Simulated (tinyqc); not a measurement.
Inside a calculation: donors on two lattice sites with valley-orbit split states. Values are carried at full precision from step to step, so a last printed digit may differ when a step is redone from the rounded ones.

Each donor binds at most one electron, in any of its states. For a site s, W_s = sum over its states of g exp(E/kT), and the ionised share is 1/(1 + W_s exp(eta)), eta = (EF - Ec)/kT; n = Nc F_1/2(eta); neutrality n + NA = ND x (mean ionised share, the two sites in equal numbers); holes are neglected. Nc from N = 2 (m kB T/(4 pi c))^(3/2) with c = hbar^2/2m0, in 1/angstrom^3; times 1e24 for 1/cm^3, m = md. F_j(eta) = (1/Gamma(j + 1)) integral_0^infinity x^j dx/(1 + exp(x - eta)), which tends to exp(eta) for eta << 0.

Constants: hbar^2/2m0 = 3.80998211 eV angstrom^2; kB = 8.617333262e-05 eV/K.

Parameters, chosen for this exercise (near those of nitrogen in 4H-SiC; not measured data):
- md = 0.827 m0 (density-of-states mass of the conduction band)
- E = (60.6, 53.6, 122.4, 78.8) meV (binding energies of h ground, h excited, k ground, k excited)
- g = (2, 4, 2, 4) (their degeneracies with spin)
- T = 350 K
- ND = 4.6e+15 1/cm^3 (donors, half on each site)
- NA = 0 1/cm^3 (compensating acceptors, all ionised)
- mu0 = 36 cm^2/(V s) (mobility at heavy doping)
- mu1 = 984 cm^2/(V s) (mobility at light doping and 300 K)
- Nr = 1.8e+17 1/cm^3 (reference doping)
- de = 0.61 (doping exponent)
- ga = 2.4 (temperature exponent)

## Partition sums of the neutral donor

Give each term g exp(E/kT), W_s, and the effective degeneracy W_s exp(-E_ground/kT).

Nc = 2.3782e+19 1/cm^3

terms: h ground 14.92, h excited 23.65, k ground 115.7, k excited 54.54

W_s: h 38.567, k 170.29

effective degeneracy: h 5.171, k 2.942

The ground state alone would give 2 and all states together 6 on each site; here the excited states hold 61 % and 32 % of the bound electrons on the h and k sites.

## Neutrality

Solve for eta.

eta = -8.570
n = 4.51e+15 1/cm^3

ionised share: h 0.993, k 0.969

n is 0.981 of ND - NA. The deeper k site is ionised 0.98 times as much as the h site.

## Mobility and resistivity

Mobility (Caughey-Thomas form): mu = mu0 + (mu1 (T/300)^(-ga) - mu0)/(1 + ((ND + NA)/Nr)^de); rho = 1/(e n mu), e = 1.602176634e-19 C.

Compare with full ionisation, n = ND - NA.

mu = 617.6 cm^2/(V s)
rho = 2.24 ohm cm
rho at full ionisation = 2.20 ohm cm

Incomplete ionisation raises rho by a factor 1.02.

## Checks

- n + NA against ND times the mean ionised share (1/cm^3): both 4.511e+15.

tinyqc: `OMP_NUM_THREADS=1 python tinyqc.py 1652780 1652781 out.jsonl`; about 0.01 s, one thread, shared Intel(R) Xeon(R) Processor @ 2.30GHz.
